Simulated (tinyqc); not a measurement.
# Threshold-voltage variability of a planar MOSFET, analytic estimates: effect of the oxide-equivalent thickness in inversion

Three independent sources add in quadrature: random dopants in the depleted layer, metal-gate grains of two orientations, and roughness of the two gate edges acting through the roll-off VT = VT(long) - Vr exp(-L/l). These are first-order estimates: no three-dimensional electrostatics, no percolation.

ni = sqrt(Nc Nv) exp(-Eg/(2 Vt)), Eg in volts; Cox = 3.9 eps0/ti; Wd = sqrt(4 eps0 eps_r Vt ln(Na/ni)/(q Na)); dopants: s1 = (q/Cox) sqrt(Na Wd/(3 L W)). Grains: Ng = L W/G^2 (at least 1), s2 = dW sqrt(p (1 - p)/Ng). Edges, with exponential correlation and u = W/La: the mean gate length has sL^2 = 2 De^2 (2/u)[1 - (1 - exp(-u))/u]; s3 = sL (Vr/l) exp(-L/l). s = sqrt(s1^2 + s2^2 + s3^2). l and Vr are held fixed.

Inputs (values chosen for the exercise); material values close to those of silicon: temperature T = 325 K; band gap Eg = 1.12 eV; relative permittivity of the semiconductor eps_r = 11.8; conduction-band density of states at T Nc = 3.19e19 cm^-3; valence-band density of states at T Nv = 3e19 cm^-3; channel doping Na = 6.1e17 cm^-3; gate length L = 65 nm; gate width W = 190 nm; metal grain size G = 10 nm; work-function difference of the two grain orientations dW = 0.3 eV; share of the orientation of higher work function p = 0.5; rms roughness of one gate edge De = 1.2 nm; correlation length of the roughness La = 30 nm; decay length of the threshold roll-off l = 18 nm; prefactor of the roll-off Vr = 1.9 V.

Constants: q = 1.602176634e-19 C, kB = 1.380649e-23 J/K, Vt = kB T/q, eps0 = 8.8541878128e-14 F/cm where lengths are in cm. Results are converted to the units shown.

The same in every row: s2 (mV) = 13.50; s3 (mV) = 2.497.

Result of one run:
```
ti (nm)	s1 (mV)	s (mV)	s sqrt(L W) (mV um)
0.8	3.155	14.08	1.565
```

What becomes of these results when the oxide-equivalent thickness in inversion ti is changed from 0.8 to 1.6 nm, all else the same?

Result of the changed run:
```
ti (nm)	s1 (mV)	s (mV)	s sqrt(L W) (mV um)
1.6	6.309	15.11	1.679
```

The whole series:
```
ti (nm)	s1 (mV)	s (mV)	s sqrt(L W) (mV um)
0.8	3.155	14.08	1.565
1.2	4.732	14.52	1.614
1.6	6.309	15.11	1.679
2	7.886	15.83	1.759
2.4	9.464	16.67	1.853
2.8	11.04	17.62	1.958
3.2	12.62	18.64	2.072
```

As ti goes from 0.8 to 3.2 nm, s rises from 14.1 to 18.6 mV. The grains are the largest source in the first and the last row. s1 goes on average as ti^(1.00).

Computed by the program tinyqc: `OMP_NUM_THREADS=1 python tinyqc.py 2090059 2090060 out.jsonl`, one thread of a shared Intel Xeon 2.30GHz, about 0.01 s for the whole run.
